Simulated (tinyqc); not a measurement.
Inside a calculation. Model: out-diffusion of a doped substrate or buried layer into a growing epitaxial film. Computed by tinyqc, a small Python program that keeps every step. Command: `OMP_NUM_THREADS=1 python tinyqc.py 3013804 3013805 out.jsonl buried walk`. One thread of a shared host (Intel(R) Xeon(R) Processor @ 2.30GHz), about 0.01 s of CPU time with the checks. Intermediate numbers are printed to about 6 digits and carried at full precision; extremes and crossings named in words are read from the listed rows.

x is counted from the original substrate surface into the film, whose surface moves as x = v t. Substrate dopant has one diffusivity; the dopant of the film is taken as uniform.

Inputs (values chosen for the exercise, modelled on arsenic in silicon):
```
quantity,value,unit
prefactor D0,7.93,cm^2/s
activation energy E,3.95,eV
substrate concentration C_s,6.6e+19,1/cm^3
film doping C_e,1.2e+16,1/cm^3
growth rate v,0.23,um/min
film thickness d,5.3,um
growth temperature T,1125,C
"autodoping level at the start, as a share of C_s",2e-05,-
decay length of autodoping,0.44,um
later thermal budget (Dt)2,3.6e-11,cm^2
```

Film doping: opposite type.

Constants: k_B = 8.617333262e-05 eV/K.

## Scales

D = D0 exp(-E/(k_B T)); growth time t = d/v; l = 2 sqrt(D t); growth number G = v t/l = d/l; 1 um = 1e-4 cm. Temperatures in kelvin are T(C) + 273.15.

diffusivity D = 4.58231e-14 cm^2/s

growth time t = 23.0435 min

length l = 0.159192 um

growth number G = 33.2931

The surface outruns diffusion, so the film acts as an infinite medium.

## Moving boundary against the simple erfc

For a surface that grows from dopant-free material and loses none by evaporation, with u = x/l and s = G - u: C/C_s = (1/2) [erfc(u) + (1 + 4 G (G + s)) exp(4 G s) erfc(G + s) - (4G/sqrt(pi)) exp(-u^2)]; for large G it tends to (1/2) erfc(u). Early in the growth G = sqrt(v x_s/(4 D)) for the thickness x_s reached so far; rows give C at the interface (u = 0) and at the surface (u = G).

The first stage of growth:
```
G,C/C_s at the interface,C at the surface (1/cm^3),simple erfc there (1/cm^3),ratio,thickness x_s (nm)
0.10,0.824033,5.23758e+19,2.92887e+19,1.78826,4.78154e-02
0.25,0.679673,3.62425e+19,2.38812e+19,1.51762,2.98846e-01
0.50,0.577186,1.84707e+19,1.58235e+19,1.16729,1.19538e+00
0.75,0.538076,8.68533e+18,9.53186e+18,0.91119,2.68962e+00
1.00,0.520901,3.74815e+18,5.19087e+18,0.72206,4.78154e+00
1.50,0.507942,5.29733e+17,1.11853e+18,0.47360,1.07585e+01
2.00,0.503733,5.05325e+16,1.54365e+17,0.32736,1.91262e+01
2.50,0.502020,3.17735e+15,1.34294e+16,0.23660,2.98846e+01
3.00,0.501207,1.29379e+14,7.28986e+14,0.17748,4.30338e+01
```

At the interface the value falls from 0.824 towards 1/2 as G grows; among these rows it is within 1 % of 1/2 from G = 2 on. At the surface the ratio to the simple erfc goes from 1.788 to 0.177: a fixed wall would double the value, while fresh undoped material dilutes a fast-moving surface. The surface value drops below C_e = 1.2e16 by the row at 29.9 nm; the finished film has G = 33.3. Caution: rows with a thickness or a length l = x_s/G below about 1 nm are formal for a continuum model.

## Transition width

After growth and the later budget: l2 = 2 sqrt(D t + (Dt)2); C(x) = (C_s/2) erfc(x/l2) + share x C_s exp(-x/decay length) for x > 0 (autodoping taken as unchanged by the later budget). The transition x_t solves C(x) = C_e, the metallurgical junction. Usable film = d - x_t. Also give x_t for the erfc term alone, after growth and after the later budget.

length l2 = 0.199354 um

x_t after growth, erfc alone = 0.401315 um

x_t after the later budget, erfc alone = 0.502562 um

x_t with autodoping = 0.503877 um

usable film = 4.79612 um

Solid-state diffusion sets the transition. The later budget is 0.57 times that of the growth. Caution: the substrate doping is comparable to or above the intrinsic density at growth temperature, so the diffusivity may be higher on that side.

## Profile in the film

Positions are 0.05, 0.2, 0.4, 0.6, 0.8, 1, 1.25 and 1.5 of x_t with autodoping (any beyond the film thickness are formal); net doping = |C - C_e|.

Concentrations (1/cm^3):
```
x/x_t,x (um),diffusion,autodoping,net doping
0.05,0.025194,2.83191e+19,1.24654e+15,2.83083e+19
0.20,0.100775,1.56642e+19,1.04980e+15,1.56532e+19
0.40,0.201551,5.04159e+18,8.34904e+14,5.03042e+18
0.60,0.302326,1.05525e+18,6.63999e+14,1.04391e+18
0.80,0.403102,1.39981e+17,5.28079e+14,1.28509e+17
1.00,0.503877,1.15800e+16,4.19982e+14,0
1.25,0.629847,2.60410e+14,3.15424e+14,1.14242e+16
1.50,0.755816,2.72004e+12,2.36896e+14,1.17604e+16
```

Checks made by the program: conservation of dopant by the moving-boundary solution (relative difference below 1e-10).
